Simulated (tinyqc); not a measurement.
Lossy package transmission line with skin effect: one step of the calculation.

A uniform line in a homogeneous dielectric: c = sqrt(er)/(c0 Z0), l = Z0 sqrt(er)/c0 (c0 = 299792458 m/s), g = w c td, w = 2 pi f. The resistance joins its limits as r = sqrt(r_dc^2 + r_hf^2), with r_dc = rho/(wd th), r_hf = kr rho/(2 delta (wd + th)), delta = sqrt(rho/(pi f mu0)), mu0 = 4 pi 1e-7 H/m; this is an interpolation, and internal inductance, up to 0.05 nH/mm at low frequency, is neglected.

Task. Reflection, input impedance and transfer. ZL = 1/(1/RL + i w CL); reflection (ZL - Zc)/(ZL + Zc); Zin = Zc (ZL + Zc tanh(gamma len))/(Zc + ZL tanh(gamma len)); H = V_load/V_source = [Zin/(Zin + Rg)]/[cosh(gamma len) + (Zc/ZL) sinh(gamma len)].

Inputs (values chosen for the exercise): source resistance Rg = 50 ohm; load resistance RL = 1000 ohm; load capacitance CL = 300 fF; frequency f = 26 GHz.

gamma len = 0.2030195+9.1551592i
Zc = 35.001605-0.076109i ohm

Give: ZL; reflection at the load; Zin; H; |H|.

Result.

ZL = 0.42-20.40i ohm
reflection at the load = -0.4834-0.8531i
Zin = 14.30-32.79i ohm
H = -0.2147+0.2561i
|H| = -9.521 dB

Numbers from tinyqc (`OMP_NUM_THREADS=1 python tinyqc.py 2810165 2810166 out.jsonl`; about 0.01 s on one thread of a shared Intel Xeon 2.30GHz).
